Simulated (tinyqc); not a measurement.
Worked calculation: free and nearly free electrons in a metal. Values are carried at full precision from step to step, so a last printed digit may differ when a step is redone from the rounded ones.

The cubic cell holds 4 atoms: n = 4 z/a^3, kF = (3 pi^2 n)^(1/3), EF = c kF^2/m, vF = 2 c kF/(m hbar), c = hbar^2/2m0; rs = (3/(4 pi n))^(1/3)/a0; D(EF) = 3 n/(2 EF).

Constants: hbar^2/2m0 = 3.80998211 eV angstrom^2; hbar = 6.58211957e-16 eV s; a0 (Bohr radius) = 0.5291772105 angstrom; kB = 8.617333262e-05 eV/K.

Parameters, chosen for this exercise (near those of Al; not measured data):
- a = 4.01 angstrom (fcc lattice constant)
- z = 3 (free electrons an atom)
- m = 0.97 m0 (mass)
- rho = 2.83 micro-ohm cm (bulk resistivity)
- T = 300 K
- V = 0.36 eV (|V_G| for G = (111))
- x = 0.79 (k along G as a share of |G|/2)

## The Fermi sphere

Evaluate the free-electron quantities.

n = 0.18610 1/angstrom^3
kF = 1.7663 1/angstrom
EF = 12.254 eV
vF = 2.108e+06 m/s
rs = 2.053
D(EF) per atom = 0.3672 1/eV

## Relaxation time and mean free path

Drude: 1/rho = n e^2 tau/(m m0) with e = 1.602176634e-19 C and m0 = 9.1093837e-31 kg; mean free path l = vF tau; rho l = hbar kF/(n e^2) = 12 pi^3 hbar/(e^2 S) with S = 4 pi kF^2 does not depend on tau or m.

Use SI units: n in 1/m^3 (1e30 per 1/angstrom^3), rho in ohm m (1e-8 per micro-ohm cm).

tau = 6.54 fs
l = 13.78 nm
rho l = 3.899 1e-16 ohm m^2

Wires lose conductivity to surfaces and grain boundaries, with an excess that scales as rho l over the width and is of the order of rho itself at a width of l = 14 nm.

## Thermal quantities

gamma = (pi^2/3) kB^2 D(EF) per atom, times 96485.33 x 1e3 for mJ/(mol K^2); mu(T) = EF (1 - (pi kB T/EF)^2/12); Wiedemann-Franz kappa = L0 T/rho with L0 = (pi^2/3) (kB/e)^2, kB/e in V/K.

gamma = 0.866 mJ/(mol K^2)
mu - EF = -0.0449 meV
kappa = 259 W/(m K)

## The sphere against the zone faces

Take G = (hkl) 2 pi/a for (111), (200) and (220), with the number of equivalent faces. The Bragg plane of G lies at |G|/2 with |G| = (2 pi/a) sqrt(h^2 + k^2 + l^2). Where kF exceeds it, the sphere cuts the plane in a circle of radius sqrt(kF^2 - G^2/4).

Distance and circle for each G:
```
G      faces  |G|/2 (1/angstrom)  kF/(|G|/2)  circle radius
(111)      8              1.3570      1.3016         1.1306
(200)      6              1.5669      1.1273         0.8152
(220)     12              2.2159      0.7971              -
```

The sphere crosses the (111) and (200) faces, so electrons spill into higher zones.

## Two plane waves near the face

Two plane waves k and k - G, G = (111) (2 pi/a): H = [[c k^2/m, V], [V, c (k - G)^2/m]] with c = hbar^2/2m0.

Build H for k along G, diagonalise, and give the weight of the first wave in the lower state and its velocity along G relative to a free electron, (w k + (1 - w)(k - G))/k.

H (eV):
```
        1        2
1  4.5138   0.3600
2  0.3600  10.5890
```

levels (eV): 4.4925  10.6102

w = 0.9965
v/v_free = 0.9912

The splitting is 6.118 eV here and 2V = 0.72 eV on the face, where the normal velocity vanishes. There the lower band lies at 6.872 eV and the upper at 7.592 eV, both below the free EF of 12.254 eV: the face centre is filled in both bands and band 2 holds electrons here, while band 1 may keep holes at the zone corners.

## Checks

- Lower level against the closed form of the 2 x 2 problem (eV): both 4.4925.
- The product rho l against hbar kF/(n e^2) (1e-16 ohm m^2): both 3.899.

tinyqc: `OMP_NUM_THREADS=1 python tinyqc.py 1652366 1652367 out.jsonl`; about 0.01 s, one thread, shared Intel(R) Xeon(R) Processor @ 2.30GHz.
